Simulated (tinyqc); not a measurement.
From results back to parameters: eight-band Kane k.p model. Two cases, with inputs chosen for the exercise.

Problem. In the Kane model 1/m = A_r + Ep (Eg + 2 Dso/3)/(Eg (Eg + Dso)) and the Roth formula gives g* = 2 - 2 Ep Dso/(3 Eg (Eg + Dso)). The mass and the g factor below were computed from hidden Ep and Dso.

Case 1.

Values chosen (out of a larger set: near those of Ge; not measured data): Eg = 0.877 eV (gap at Gamma to the s-like level); A_r = -0.8 (remote-band term in 1/m).

m = 0.0377242 m0
g* = -2.90474

Case 2.

Values chosen (out of a larger set: near those of GaAs; not measured data): Eg = 1.522 eV (gap at Gamma to the s-like level); A_r = -0.5 (remote-band term in 1/m).

m = 0.0648629 m0
g* = -0.06850

Find: X; Y; Ep; Dso.

Solution. Let X = 1/m - A_r and Y = (2 - g*)/2. Then X + Y = Ep/Eg and X - 2 Y = Ep/(Eg + Dso).

Case 1.

X = 27.308
Y = 2.452
Ep = 26.10 eV
Dso = 0.288 eV

Case 2.

X = 15.917
Y = 1.034
Ep = 25.80 eV
Dso = 0.341 eV

Computed by tinyqc, one run a case: `OMP_NUM_THREADS=1 python tinyqc.py N N+1 out.jsonl` with N = 1050820, 1050838; one thread of a shared Intel(R) Xeon(R) Processor @ 2.30GHz, about 0.01 s a run at most.
